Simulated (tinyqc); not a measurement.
# Step height from the transmission

Problem. A single step up from edge 0 (mass mL) to edge U (mass mS) transmits T(E) = 4 vL vR/(vL + vR)^2 with v = k/m, k = sqrt(m (E - edge)/C), C = hbar^2/(2 m0). It is known that vR < vL. Find vR/vL and U.

Parameters, values chosen for the exercise:
```
symbol  value  unit                meaning
mL       0.26    m0  mass in the left lead
E       3.908    eV        electron energy
mS       0.49    m0   mass beyond the step
```

T(E) = 0.91143012

Solution. The reflection amplitude is sqrt(1 - T(E)) = (1 - y)/(1 + y) with y = vR/vL < 1, and y^2 = (E - U) mL/(E mS).

vR/vL = 0.541
U = 1.75 eV

Computed by the program tinyqc: `OMP_NUM_THREADS=1 python tinyqc.py 2560110 2560111 out.jsonl`, one thread of a shared Intel Xeon 2.30GHz, about 0.01 s for the whole run.
